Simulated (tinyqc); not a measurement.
# Random telegraph noise from one oxide trap in a small MOSFET: time constants and noise against gate voltage

An acceptor-like trap exchanges electrons with the channel. Inversion charge Q = Cox u, u = n Vt W0(exp((Vg - VT)/(n Vt))), W0 the Lambert function, n = nf, Cox = eps0 eox/tox; linear regime Id = (W/L) mu Q Vd. Relative to threshold the surface potential rises by Vt ln(u/u0) and the oxide voltage by the rest of Vg - VT, with u0 = n Vt W0(1).

N = Cox u/q; dpsi = Vt ln(u/u0); E = E0 - dpsi - (xt/tox)(Vg - VT - dpsi); capture time tc = 1/[(N/zi) vth s0 exp(-xt/lt - EB/Vt)]; emission time te = tc exp(-E/Vt); occupancy te/(tc + te). A = W L; threshold step dV = q (1 - xt/tox)/(Cox A); gm/Id = 1/(u + n Vt); relative step dI/I = (gm/Id) dV + asc mu/A. fc = (1/tc + 1/te)/(2 pi); rms = (dI/I) sqrt(tc te)/(tc + te).

Parameters, values chosen for the exercise; values of the order met in silicon transistors:
- T = 300 K (temperature)
- eox = 3.9 (relative permittivity of the gate insulator (close to silicon dioxide))
- tox = 3.2 nm (insulator thickness)
- xt = 0.27 nm (depth of the trap from the channel interface)
- E0 = 0.05 eV (trap level above the channel Fermi level at threshold)
- s0 = 3e-15 cm^2 (capture prefactor)
- EB = 0.42 eV (capture barrier (lattice relaxation))
- lt = 0.11 nm (tunnelling decay length)
- vth = 2.2e7 cm/s (thermal velocity)
- zi = 1.7 nm (thickness of the inversion layer)
- VT = 0.25 V (threshold voltage)
- nf = 1.2 (body factor)
- W = 22 nm (gate width)
- L = 170 nm (gate length)
- mu = 160 cm^2/(V s) (mobility)
- asc = 2.2e-16 V s (scattering coefficient of the charged trap)
- Vd = 0.05 V (drain voltage)

Constants: q = 1.602176634e-19 C, kB = 1.380649e-23 J/K, Vt = kB T/q, eps0 = 8.8541878128e-14 F/cm where lengths are in cm. Results are converted to the units shown.

Time constants and noise against gate voltage:

| Vg (V) | E (eV) | tc (s) | te (s) | occupancy | dI/I (%) | fc (Hz) | rms dI/I (%) |
|---|---|---|---|---|---|---|---|
| 0.14 | 0.13045 | 0.058167 | 3.7425e-4 | 0.0063930 | 11.491 | 428.00 | 0.91587 |
| 0.2 | 0.082936 | 0.0096771 | 3.9128e-4 | 0.038862 | 10.121 | 423.20 | 1.9560 |
| 0.26 | 0.044467 | 0.0023596 | 4.2249e-4 | 0.15186 | 7.0216 | 444.15 | 2.5200 |
| 0.32 | 0.017883 | 9.5055e-4 | 4.7594e-4 | 0.33364 | 4.4078 | 501.84 | 2.0783 |
| 0.38 | -9.3765e-4 | 5.3155e-4 | 5.5119e-4 | 0.50907 | 2.9736 | 588.16 | 1.4866 |
| 0.44 | -0.015573 | 3.5474e-4 | 6.4793e-4 | 0.64620 | 2.1869 | 694.28 | 1.0457 |
| 0.5 | -0.027819 | 2.6189e-4 | 7.6816e-4 | 0.74575 | 1.7149 | 814.91 | 0.74672 |
| 0.56 | -0.038574 | 2.0591e-4 | 9.1556e-4 | 0.81639 | 1.4072 | 946.78 | 0.54483 |
| 0.62 | -0.048326 | 1.6890e-4 | 0.0010951 | 0.86638 | 1.1934 | 1087.6 | 0.40604 |

What does the comparison show?

tc falls from 0.0582 to 1.69e-4 s as the channel fills and te rises from 3.74e-4 to 0.00110 s; they are equal at Vg = 0.377 V, where E = 0. The rms noise goes from 0.916 through a maximum of 2.52 (at Vg = 0.26 V among the rows listed) to 0.406 %. The slope -Vt d ln(tc/te)/dVg is 0.792 between the first two rows and 0.163 between the last two; it tends to xt/tox = 0.0844 only when the surface potential stops moving.

Range of the model: VT is taken as given; short-channel effects and the uneven flow of current among few electrons are left out.

Program tinyqc, `OMP_NUM_THREADS=1 python tinyqc.py 2710016 2710017 out.jsonl`; Intel Xeon 2.30GHz, shared host, one thread, about 0.01 s.
